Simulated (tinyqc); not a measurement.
What moves the results: strained quantum well: band edges, subbands and transparency. A value that a table varies takes the place of the one given here.

Growth on (001), barriers unstrained: tr(e) = e (2 - nu2), Z = b e (1 + nu2); Ec = Ev + Eg + ac tr(e), E_HH = Ev + av tr(e) + Z, E_LH = Ev + av tr(e) - Z (coupling to the split-off band left out).

Masses along z: me, 1/(g1 - 2 g2) for HH, 1/(g1 + 2 g2) for LH, likewise in the barrier; in the plane me, 1/(g1 + g2) for HH and 1/(g1 - g2) for LH (no mixing, which understates the hole masses away from k = 0). Level n solves k L + 2 atan[(k/m)/(kappa/mb)] = n pi, k = sqrt(m E/c), kappa = sqrt(mb (V - E)/c), c = hbar^2/2m0.

Transparency (Bernard-Duraffourg): Fc - Fv equals the lowest transition energy with n = p, n = sum m/(2 pi c) kB T ln(1 + exp((Fc - E)/kB T)) and p likewise over the listed subbands; c = hbar^2/2m0, 1/angstrom^2 = 1e16/cm^2.

Constants: hbar^2/2m0 = 3.80998211 eV angstrom^2; kB = 8.617333262e-05 eV/K; hc = 1239.841984 eV nm.

Inputs chosen for the exercise (near those of an InGaAs/InP well; shifted at random, so the results belong to these values and not to a real crystal):
```
symbol  value                                                    unit      meaning
nu2     0.985                                                              2 C12/C11
Eg      0.813                                                    eV        unstrained gap of the well
Ev      -0.611                                                   eV        its valence edge
ac      -6.23                                                    eV
av      1.09                                                     eV        Ev moves by av tr(e)
b       -1.91                                                    eV        shear potential
Egb     1.348                                                    eV        gap of the barrier
Evb     -0.94                                                    eV        its valence edge
L       70                                                       angstrom  well width
me      0.0463                                                   m0        electron mass
g1      12.84                                                              gamma1
g2      4.96                                                               gamma2
meb     0.08                                                     m0
g1b     5.08
g2b     1.6
T       350                                                      K         temperature
es      (-0.02, -0.014, -0.008, -0.003, 0, 0.003, 0.007, 0.012)            strains
e       0.006                                                              strain in the plane
Ls      (25, 35, 50, 65, 85, 110, 150)                           angstrom  widths
```

## Strain as a design knob

Only the strain is changed; the unstrained gap and the masses are kept.

Results:
```
e (%)  wavelength (nm)  top hole  hh1 - lh1 (meV)  n_tr (1e12/cm^2)  share in top
-2.0              1325       hh1              187             0.501          0.78
-1.4              1345       hh1              144             0.505          0.76
-0.8              1369       hh1              101             0.519          0.72
-0.3              1390       hh1               65             0.562          0.62
0.0               1404       hh1               44             0.605          0.52
0.3               1418       hh1               22             0.674          0.40
0.7               1450       lh1               -7             0.756          0.69
1.2               1544       lh1              -43             0.686          0.87
```

What can be read from the table?

n_tr is largest at e = +0.7 % (0.76), where hh1 - lh1 = -7 meV and the top subband holds 69 % of the holes, and smallest, 0.50, at -2.0 and -1.4 %. The top hole level turns from hh to lh, and the light from TE to TM, between +0.3 and +0.7 %. The wavelength runs from 1325 to 1544 nm.

## Width of the well

All levels anew.

Results:
```
L (angstrom)  wavelength (nm)  top hole  hh1 - lh1 (meV)  n_tr (1e12/cm^2)  share in top  n_tr/L (1e18/cm^3)
25                       1225       hh1               58             0.523          0.71                2.09
35                       1300       hh1               40             0.574          0.58                1.64
50                       1374       hh1               18             0.663          0.41                1.33
65                       1421       hh1                4             0.750          0.31                1.15
85                       1477       lh1               -9             0.770          0.67                0.91
110                      1527       lh1              -19             0.788          0.68                0.72
150                      1574       lh1              -28             0.870          0.64                0.58
```

How do the results move?

The wavelength tunes by 349 nm. The sheet density at transparency changes from 0.52 to 0.87, the top hole subband holding 0.71 and 0.64 of the holes at the ends, while the volume density falls by a factor 3.6. Critical thickness and carrier escape are left out.

## What each parameter does

Edge wavelength, hh1 - lh1 and n_tr. Each row changes one parameter from the base and keeps the others.

Results:
```
case             wavelength (nm)  hh1 - lh1 (meV)  n_tr (1e12/cm^2)
base                      1433.3              0.1             0.776
L = 62 angstrom           1413.3              6.4             0.734
e = 0.004                 1423.3             14.6             0.705
Eg = 0.793 eV             1464.0              0.1             0.775
b = -2.2 eV               1438.4             -6.5             0.758
ac = -5.61 eV             1427.7              0.1             0.777
me = 0.0509 m0            1436.0              0.1             0.823
g1 = 13.61                1432.1             -1.7             0.744
T = 390 K                 1433.3              0.1             0.874
```

How do the results move?

The largest shifts from the base row, up to three for each result and ties (the steps differ in size, so this ranks the rows, not the parameters). wavelength (nm): Eg +30.7, L -20.0, e -10.0; unchanged at the printed digits by T. hh1 - lh1 (meV): e +14.5, b -6.7, L +6.3; unchanged at the printed digits by Eg, ac, me and T. n_tr (1e12/cm^2): T +0.098, e -0.072, me +0.047.

(tinyqc, `OMP_NUM_THREADS=1 python tinyqc.py 1251509 1251510 out.jsonl`, Intel(R) Xeon(R) Processor @ 2.30GHz, 1 thread, shared host, about 0.02 s.)
